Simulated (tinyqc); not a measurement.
Bottom-up copper filling of a trench by curvature-enhanced accelerator coverage. Changing the overpotential eta. Computed by tinyqc, a small Python program. Command: `OMP_NUM_THREADS=1 python tinyqc.py 3014072 3014073 out.jsonl superfill sweep`. One thread of a shared host (Intel(R) Xeon(R) Processor @ 2.30GHz), about 0.07 s of CPU time with the checks.

A rectangular trench keeps vertical walls and a flat floor. An accelerator floats on the surface; where area is lost in the corners it is passed on to the floor.

Inputs (values chosen for the exercise, close to those used for damascene copper plating): trench width w = 55 nm; aspect ratio h/w = 2.4; exchange current of the suppressed surface i_0 = 0.037 mA/cm^2; exchange current of the accelerated surface i_1 = 2.8 mA/cm^2; transfer coefficient alpha = 0.48; starting coverage theta_0 = 0.0096; adsorption rate k_a = 0.00018 1/s; cupric ion concentration C = 0.6 mol/l; diffusivity D = 5.7e-06 cm^2/s; boundary layer delta = 47 um; temperature T = 298 K.

Constants: e = 1.602176634e-19 C; N_A = 6.02214076e+23 1/mol; k_B = 8.617333262e-05 eV/K.

Method. Kinetic current i_k = [i_0 (1 - theta) + i_1 theta] exp(alpha eta/(k_B T)), limit i_L = 2 F D C/delta, i = 1/(1/i_k + 1/i_L); velocity v = i Omega/(2F), Omega = 7.11 cm^3/mol, F = e N_A. Depletion inside the trench is ignored. Half width x, floor height y, depth h = aspect ratio x w. dx/dt = -v_s, dy/dt = v_b. d theta_b/dt = k_a (1 - theta_b) + [theta_s v_b + theta_b v_s]/x: the floor takes the accelerator of the wall it covers and keeps its own as it narrows. d theta_s/dt = k_a (1 - theta_s). theta_b is capped at 1. Integrate (tolerance 1e-9) until the walls meet (x = 0.02 w/2) or the floor passes the original mouth y = h. Start: x = w/2, y = 0, theta_b = theta_s = theta_0. Height filled = y/h, opening left = x/(w/2).

One run for each value; columns: (1) overpotential eta (V); (2) ratio v(1)/v(theta_0); (3) share of the height filled from the floor; (4) opening left, as a share of w; (5) time at the end (s):
```
(1)       (2)      (3)   (4)     (5)
0.060  41.593  0.96089  0.02  208.95
0.098  39.307  0.98751  0.02  125.02
0.140  34.838  0.95676  0.02   67.28
0.170  30.138  0.89677  0.02   41.84
0.210  22.428  0.78179  0.02   21.50
0.250  14.745  0.65007  0.02   10.85
0.280  10.091  0.55411  0.02    6.51
0.320   5.842  0.44177  0.02    3.39
0.360   3.437  0.35365  0.02    1.89
```

Describe and explain the trends.

Over the rows, ratio v(1)/v(theta_0) falls from 41.6 to 3.44 (exponent d ln y / d ln x -0.12 between the first rows and -4.5 between the last); share of the height filled from the floor goes from 0.961 through a maximum among these rows, 0.988 at 0.0980, to 0.354; opening left, as a share of w does not change. A high overpotential drives the accelerated surface towards the diffusion limit first, which lowers the contrast in speed.

Caution (all rows): real profiles develop slanted corners, and accelerator is consumed; both are left out.

Extremes, crossings and ranges named in words are read from the listed rows.
